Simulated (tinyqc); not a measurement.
Long-channel MOSFET, surface-potential model: potential, charge and velocity along the channel.

n-channel transistor on a uniformly doped p-type body, gradual-channel approximation, constant mobility, Boltzmann statistics, full ionisation. Potentials are counted from the neutral body; V is the electron quasi-Fermi potential, Vsb at the source and Vsb + Vds at the drain. Charges are magnitudes per area.

ni = sqrt(Nc Nv) exp(-Eg/(2 Vt)), Eg in volts; phiF = Vt ln(Na/ni); Cox = eps0 eox/tox; gamma = sqrt(2 q eps0 eps_r Na)/Cox. The surface potential psi at channel potential V solves Vgs + Vsb - Vfb - psi = gamma sqrt(G), G = psi - Vt + Vt exp((psi - 2 phiF - V)/Vt). Charge sheet: Qi = Cox gamma [sqrt(G) - sqrt(psi - Vt)]; I = mu (W/L) [integral of Qi dpsi from psi_0 to psi_L (drift) + Vt (Qi0 - QiL) (diffusion)], with psi_0 at V = Vsb and psi_L at V = Vsb + Vds. The current is the same at every point, so the place y where the channel potential is Vsb + v follows from y/L = I(Vds = v)/I(Vds); the mean carrier velocity is I/(W Qi).

Parameters, values chosen for the exercise; material values close to those of silicon:
- T = 293 K (temperature)
- Eg = 1.14 eV (band gap)
- eps_r = 11.8 (relative permittivity of the semiconductor)
- Nc = 2.67e19 cm^-3 (conduction-band density of states at T)
- Nv = 2.57e19 cm^-3 (valence-band density of states at T)
- Na = 4.2e16 cm^-3 (acceptor density of the body)
- eox = 7.59 (relative permittivity of the gate insulator)
- tox = 7 nm (insulator thickness)
- Vfb = -0.97 V (flat-band voltage)
- mu = 190 cm^2/(V s) (channel mobility)
- W = 2 um (gate width)
- L = 10 um (gate length)
- Vsb = 2 V (source-body reverse bias)
- Vgs = 0.4 V (gate-source voltage)
- Vds = 0.1 V (drain-source voltage)

Constants: q = 1.602176634e-19 C, kB = 1.380649e-23 J/K, Vt = kB T/q, eps0 = 8.8541878128e-14 F/cm where lengths are in cm. Results are converted to the units shown.

Along the channel:
```
v (V)  psi (V)  Qi (nC/cm^2)     y/L  velocity (cm/s)
0.012    2.971         179.8  0.1496          1.515e4
0.025    2.982         168.8  0.3023          1.613e4
0.038    2.993         158.0  0.4455          1.723e4
0.05     3.003         148.1  0.5693          1.838e4
0.062    3.012         138.3  0.6850          1.968e4
0.075    3.023         127.8  0.8015          2.130e4
0.088    3.033         117.5  0.9089          2.318e4
0.1      3.043         108.1   1.000          2.520e4
```

What do the numbers show?

Half of the listed voltage range, v = 0.05 V, is reached at y/L = 0.569. The charge falls from 180 to 108 nC/cm^2 over the rows, so the velocity rises by a factor of 1.66 to keep the current constant.

Computed by the program tinyqc: `OMP_NUM_THREADS=1 python tinyqc.py 2360068 2360069 out.jsonl`, one thread of a shared Intel Xeon 2.30GHz, about 0.03 s for the whole run.
